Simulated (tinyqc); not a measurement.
# Donor in an ellipsoidal valley (Kohn-Luttinger variational method), step by step

A worked calculation. Computed by tinyqc, a small Python program that keeps every step. Command: `OMP_NUM_THREADS=1 python tinyqc.py 3008037 3008038 out.jsonl kohnlutt walk`. One thread of a shared host (Intel(R) Xeon(R) Processor @ 2.30GHz), about 0.03 s of CPU time with the checks. Intermediate numbers are printed to about 5 digits and carried at full precision; extremes and crossings named in words are read from the listed rows.

H = -(d^2/dx^2 + d^2/dy^2) - gamma d^2/dz^2 - 2/r in units built on m_t, with gamma = m_t/m_l and z along the valley axis. One valley; no valley-orbit or central-cell term.

Inputs (values chosen for the exercise, modelled on silicon):
```
quantity                      value  unit
transverse mass m_t           0.195   m_0
longitudinal mass m_l         0.902   m_0
dielectric constant eps        11.4     -
trial ratio b/a                0.77     -
observed depth chosen for 1s   47.4   meV
```

Constants: Ry = 13.605693123 eV; a_0 = 0.529177210903 angstrom; h x 1 THz = 4.135667696 meV.

## Effective units

Ry* = Ry m_t/eps^2, a* = a_0 eps/m_t, gamma = m_t/m_l.

Ry* = 20.415 meV

a* = 30.937 angstrom

gamma = 0.21619

## Energy at a trial ratio

Trial function exp(-sqrt((x^2 + y^2)/a^2 + z^2/b^2)) with beta = b/a < 1: E = t/a^2 - u/a, t = (2 + gamma/beta^2)/3, u = 2 arcsin(sqrt(1 - beta^2))/sqrt(1 - beta^2); the best a is 2 t/u and E(beta) = -u^2/(4 t).

t = 0.78821

u = 2.1690

best a = 0.72680 a*

E(beta) = -1.4922 Ry*

## Minimum over the ratio

Golden-section search on beta from 0.05 to 0.999, 60 steps.

Search, first ten steps; c and d are the inner points:
```
step      low     high        c  E(c) (Ry*)        d  E(d) (Ry*)
1     0.05000  0.99900  0.41249     -1.4507  0.63651     -1.5444
2     0.41249  0.99900  0.63651     -1.5444  0.77497     -1.4896
3     0.41249  0.77497  0.55094     -1.5481  0.63651     -1.5444
4     0.41249  0.63651  0.49806     -1.5302  0.55094     -1.5481
5     0.49806  0.63651  0.55094     -1.5481  0.58363     -1.5507
6     0.55094  0.63651  0.58363     -1.5507  0.60383     -1.5496
7     0.55094  0.60383  0.57114     -1.5503  0.58363     -1.5507
8     0.57114  0.60383  0.58363     -1.5507  0.59134     -1.5505
9     0.57114  0.59134  0.57886     -1.5506  0.58363     -1.5507
10    0.57886  0.59134  0.58363     -1.5507  0.58658     -1.5506
```

best beta = 0.58252

radius a of the 1s trial function = 23.293 angstrom

radius b of the 1s trial function = 13.568 angstrom

1s binding energy, trial function = 31.656 meV

The envelope is flattened along the heavy axis; beta is close to gamma^(1/3) = 0.600.

## Levels from a Gaussian basis

Gaussian basis: g = P exp(-al (x^2 + y^2) - be z^2) with P = 1 (s-like), z (2p0) or x (2p+-); al = 0.004 x 2.6^k, k = 0..11, and be/al = 1, gamma^(-1/2) or 1/gamma (36 functions); 1/r = (2/sqrt(pi)) int exp(-t^2 r^2) dt by 48 Gauss-Legendre points after t = sqrt(al_i + al_j) tan(theta); overlap eigenvalues below 1e-10 are dropped.

1s binding energy, Gaussian basis = 31.697 meV

2p0 binding energy = 11.551 meV

2p+- binding energy = 6.5213 meV

The two-parameter trial function recovers 99.87 % of the 1s binding of the larger basis. 2p0, with its lobes along the heavy axis, is bound 1.77 times as strongly as 2p+-.

## Optical lines and the chemical shift

With an observed depth of 1s, the lines are 1s -> 2p0 = depth - E(2p0) and 1s -> 2p+- = depth - E(2p+-); the chemical shift is depth - E(1s, Gaussian basis); 1 meV = 1 THz/4.135667696.

line 1s -> 2p0 = 35.849 meV

line 1s -> 2p+- = 40.879 meV

chemical shift = 15.703 meV

frequency of the line 1s -> 2p+- = 9.8844 THz

The spacing of the two lines, 5.029 meV, does not depend on the depth, so it is the same for every donor in this host.

## Which single mass stands for the valley

A hydrogenic level is Ry m/eps^2 for one mass m; errors are against the Gaussian basis.

1s binding energy:
```
rule                                      mass (m_0)  binding (meV)  error (%)
transverse mass                              0.19500         20.415     -35.59
conductivity mass 3/(2/m_t + 1/m_l)          0.26397         27.635     -12.81
density-of-states mass (m_t^2 m_l)^(1/3)     0.32491         34.015       7.31
longitudinal mass                            0.90200         94.432     197.92
trial function with a and b                        -         31.656      -0.13
mass that fits 1s                            0.30276         31.697       0.00
```

The conductivity mass, which is what a spherical trial function (a = b) gives, falls short by 12.8 %, as a restricted variational bound must; the density-of-states mass is off by +7.3 %. The mass that fits lies between the two.

## Levels against anisotropy

The trial energy is minimised over beta by golden section from 0.05 to 0.999, 60 steps.

Binding energies (Ry*):
```
gamma  1s, trial  1s, Gaussians      2p0     2p+-
0.054     2.0624         2.0733  0.99695  0.36628
0.110     1.8034         1.8085  0.76054  0.34431
0.220     1.5441         1.5460  0.56120  0.31875
0.320     1.4044         1.4053  0.46807  0.30325
0.360     1.3609         1.3616  0.44100  0.29816
0.600     1.1759         1.1761  0.33584  0.27488
0.860     1.0508         1.0508  0.27341  0.25748
```

As gamma falls from 0.86 to 0.054, 1s deepens from 1.051 to 2.073 Ry*, on the way from the hydrogen value 1 to the two-dimensional limit 4; 2p+- moves from 0.257 to 0.366 (limits 1/4 and 4/9), while 2p0 climbs from 0.273 to 0.997 and joins 1s as gamma tends to 0. Near gamma = 1 the trial function is almost exact and can pass the Gaussian basis, whose own error is about 3e-5 Ry*.

Checks made by the program: the Gaussian basis at gamma = 1 against 1, 1/4 and 1/4 Ry* (relative difference 3e-05); trial function against Gaussian basis (relative difference 1e-03).
